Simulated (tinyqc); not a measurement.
Inside a calculation: averaged masses of warped heavy- and light-hole bands. Values are carried at full precision from step to step, so a last printed digit may differ when a step is redone from the rounded ones.

Constants: Ry = 13.60569312 eV; a0 (Bohr radius) = 0.5291772105 angstrom; kB = 8.617333262e-05 eV/K; hbar^2/2m0 = 3.80998211 eV angstrom^2.

Parameters, chosen for this exercise (near those of Si; the results hold for these values, not for the real material): g1 = 4.27 (Luttinger gamma1); g2 = 0.34 (gamma2); g3 = 1.45 (gamma3); eps = 11.78 (dielectric constant); mso = 0.235 m0 (split-off mass); Dso = 0.044 eV (spin-orbit splitting); T = 77 K (temperature).

## Other forms of the parameters

Dresselhaus-Kip-Kittel form E = c [A k^2 -/+ sqrt(B^2 k^4 + C^2 (kx^2 ky^2 + ky^2 kz^2 + kz^2 kx^2))] with A = g1, B = 2 g2, C^2 = 12 (g3^2 - g2^2). Spherical form: mu = (6 g3 + 4 g2)/(5 g1), delta = (g3 - g2)/g1, masses 1/(g1 (1 -/+ mu)). Effective rydberg R* = Ry/(g1 eps^2) and radius a* = a0 g1 eps.

A, B, |C|: 4.270  0.680  4.883

mu, delta: 0.4712  0.2600

spherical masses, heavy and light (m0): 0.4429  0.1592

R* = 22.96 meV
a* = 26.6 angstrom

delta/mu = 0.55 measures the warping against the spherical splitting.

## Masses along six directions

Four-band hole energies E = c k^2 f(u), c = hbar^2/2m0, f = g1 -/+ 2 sqrt(g2^2 + 3 (g3^2 - g2^2) s), s = ux^2 uy^2 + uy^2 uz^2 + uz^2 ux^2 for the unit vector u; minus for heavy, plus for light holes; the mass along u is 1/f.

Give s and both masses.

Masses (m0):
```
direction        s   heavy   light
[100]      0.00000  0.2786  0.2020
[110]      0.25000  0.5762  0.1470
[111]      0.33333  0.7299  0.1395
[310]      0.09000  0.3766  0.1699
[221]      0.29630  0.6551  0.1426
[331]      0.27424  0.6157  0.1446
```

The heavy mass grows by a factor of 2.62 from [100] to [111] while the light one shrinks by 31 %; 1/m_heavy + 1/m_light = 2 g1 in every direction.

## Density-of-states masses from three directions

m_d^(3/2) is the angular mean of m(u)^(3/2). The rule mean = (10 F[100] + 16 F[110] + 9 F[111])/35 is exact for cubic harmonics up to sixth order. Total m_d = (m_h^(3/2) + m_l^(3/2))^(2/3).

m^(3/2):
```
direction    heavy    light
[100]      0.14701  0.09080
[110]      0.43734  0.05634
[111]      0.62362  0.05209
```

m_d heavy, light (m0): 0.5450  0.1618

total = 0.6023 m0
share of light holes = 13.9 %

## Averages on a grid

Grid: n x n midpoints in cos(theta) from 0 to 1 and phi from 0 to pi/2, equal weights. m_d = <f^(-3/2)>^(2/3). Conductivity mass for one scattering time: 1/m_c = <|w|^2 f^(-5/2)>/<f^(-3/2)> with w = grad_k(k^2 f)/(2 k), that is |w|^2 = f^2 + |angular gradient of f|^2/4.

Use n = 40.

m_d heavy, light (m0): 0.5244  0.1553

m_c heavy, light (m0): 0.4163  0.1495

The three-direction rule differs from the grid by +3.91 % for heavy holes. Warping makes m_c of the heavy holes 21 % smaller than m_d; on a sphere the two are equal.

## Effective density of states

Nv = 2 (kT/(4 pi c))^(3/2) [m_h^(3/2) + m_l^(3/2) + mso^(3/2) exp(-Dso/kT)], c = hbar^2/2m0, parabolic bands, m_h and m_l the density-of-states masses from the grid; 1 angstrom^-3 = 1e24 cm^-3.

prefactor = 3.2631e+18 cm^-3

the three terms: 0.37978  0.06122  0.00015

Nv = 1.439e+18 cm^-3

shares (%): 86.1  13.9  0.0

kT/Dso = 0.15: thermal holes reach energies comparable with Dso, where the four-band form fails and the true Nv is larger.

## Checks

- m_d and m_c of heavy holes for g2 = g3 against 1/(g1 - 2 g3): they agree to 1e-10 or better.
- m_d of heavy holes on grids of 40 and 160: both 0.5244.

Computed by tinyqc, a small Python program: `OMP_NUM_THREADS=1 python tinyqc.py 1050602 1050603 out.jsonl` (the numbers bound the seed that draws the inputs); one thread of a shared host (Intel(R) Xeon(R) Processor @ 2.30GHz), about 0.03 s for the whole set of steps.
